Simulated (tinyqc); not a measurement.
Self-heating of a transistor with one or more fingers, with temperature-dependent conductivity: one step, computed by the program tinyqc.

N long parallel fingers lie on the top face of a slab whose bottom is held at T_0; the top is otherwise insulated, and heat flows in two dimensions. P in W/mm is 1000 P in W/m.

Question. Extra rise from ballistic phonons. Near a source smaller than the free path, Fourier's law overstates the flow. Rough estimate: a strip that emits phonons into a half space adds a resistance times area of 4 Lambda/(3 kappa_0), from the ballistic flux C v Delta T/4 with kappa_0 = C v Lambda/3, so Delta T_b = 4 Lambda P/(3 kappa_0 w); Knudsen number Lambda/w.

Inputs (values chosen for the exercise, modelled on sapphire): conductivity at the base temperature kappa_0 = 34 W/(m K); power per gate width P = 0.49 W/mm; width of the heat source w = 0.16 micrometre; phonon free path Lambda = 17 nm.

Power: fixed power.

largest theta = 52.72757 K

Give: Knudsen number; ballistic rise Delta T_b; Delta T_b / largest theta.

Answer.

Knudsen number = 0.10625

ballistic rise Delta T_b = 2.0417 K

Delta T_b / largest theta = 0.038721

By this estimate the ballistic term is at most a fifth of the Fourier rise.
